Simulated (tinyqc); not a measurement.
Inside a calculation. Model: current crowding under a contact, resistor ladder against the transmission-line model.

Program tinyqc, `OMP_NUM_THREADS=1 python tinyqc.py 2760070 2760071 out.jsonl`; Intel Xeon 2.30GHz, shared host, one thread, about 0.01 s. Printed values are rounded.

A metal contact of length d and width W on a thin layer of the same width. The metal has no resistance, the sheet resistance under it equals Rsh, and current enters the layer at the front edge x = 0.

Inputs (values chosen for the exercise): sheet resistance of the semiconductor layer Rsh = 110 ohm/sq; specific contact resistivity rc = 1.4e-5 ohm cm^2; contact length d = 1.6 um; contact width W = 390 um; cells n = 6; current I = 0.5 mA.

## Conductances of the ladder

Cut the contact into n cells of length hc = d/n. Neighbouring cell centres are joined by a = W/(Rsh hc), each centre joins the metal (0 V) by g = W hc/rc, and I enters cell 1 through half a cell: -a v_(i-1) + b_i v_i - a v_(i+1) = I for i = 1 and 0 otherwise, b_i = g + 2 a (g + a at both ends). Rc = v_1/I + 1/(2 a).

a = 13.2955 S
g = 0.0742857 S
b_i, cell 1 to 6 (S): 13.3697  26.6652  26.6652  26.6652  26.6652  13.3697

## Voltages and the share of the current

Cut the contact into n cells of length hc = d/n. Neighbouring cell centres are joined by a = W/(Rsh hc), each centre joins the metal (0 V) by g = W hc/rc, and I enters cell 1 through half a cell: -a v_(i-1) + b_i v_i - a v_(i+1) = I for i = 1 and 0 otherwise, b_i = g + 2 a (g + a at both ends). Rc = v_1/I + 1/(2 a). Cell i passes g v_i to the metal.

```
cell  v_i (mV)  share of the current (%)
1      1.17829                   17.5061
2      1.14727                   17.0452
3      1.12266                   16.6795
4      1.10432                   16.4070
5      1.09215                   16.2262
6      1.08608                   16.1360
```

Rc of the ladder = 2.39420 ohm

The first cell passes 17.5 % of the current and the last 16.1 %; an even spread would give 16.7 % each.

## The transmission-line result

Transfer length Lt = sqrt(rc/Rsh); front resistance Rc = (Rsh Lt/W) coth(d/Lt); end resistance Re = (Rsh Lt/W)/sinh(d/Lt). v(x) = I (Rsh Lt/W) cosh((d - x)/Lt)/sinh(d/Lt) at the cell centres x = (i - 1/2) d/n.

Lt = 3.56753 um
Rc = 2.39204 ohm
Re = 2.17010 ohm
v(x), cell 1 to 6 (mV): 1.17805  1.14702  1.12240  1.10405  1.09188  1.08581

The ladder's Rc is 0.090 % above this value, with cells 0.075 Lt long.
